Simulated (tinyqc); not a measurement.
Inside a calculation. Method: Hubbard chain of 2 sites. One step of it, computed by the program tinyqc.

Problem. Mean-field iteration 1. H(up) = T + U n(down), H(down) = T + U n(up); fill the lowest levels; n(new) = n + mixing (n(out) - n); E = tr T (rho up + rho down) + U sum n_up n_down of the output.

one-body matrix (hopping and site energies) (eV):
```
,1,2
1,0.000000,-0.880000
2,-0.880000,0.000000
```

U = 5.500000 eV

electrons, up and down: 1  1

mixing = 0.200000

n(up) at the start (a guess, not normalised): 1 0.500000, 2 0.500000

n(down) at the start (a guess): 1 0.500000, 2 0.500000

Give: levels, up; levels, down; energy; n(up) after iteration 1; n(down) after iteration 1.

Solution.

levels, up (eV): 1.8700  3.6300

levels, down (eV): 1.8700  3.6300

energy = 0.9900 eV

n(up) after iteration 1: 1 0.5000, 2 0.5000

n(down) after iteration 1: 1 0.5000, 2 0.5000
